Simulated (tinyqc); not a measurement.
Self-heating of a transistor with one or more fingers, with temperature-dependent conductivity: one step, computed by the program tinyqc.

N long parallel fingers lie on the top face of a slab whose bottom is held at T_0; the top is otherwise insulated, and heat flows in two dimensions. P in W/mm is 1000 P in W/m.

Question. Correction for the falling conductivity. Kirchhoff transformation for kappa = kappa_0 (T/T_0)^-m: T = T_0 [1 - (m - 1) theta/T_0]^(-1/(m - 1)), where theta is the linear rise. The bracket vanishes at the power P T_0/((m - 1) theta).

Inputs (values chosen for the exercise, modelled on gallium arsenide): exponent m in kappa ~ T^-m = 1.17; base temperature T_0 = 298 K; power per gate width P = 1.1 W/mm.

Power: fixed power.

largest theta = 75.49979 K

Give: peak temperature; true rise; true rise / linear rise; power at which the formula diverges.

Answer.

peak temperature = 386.09 K

true rise = 88.088 K

true rise / linear rise = 1.1667

power at which the formula diverges = 25.540 W/mm

The falling conductivity adds 16.7 % to the rise.
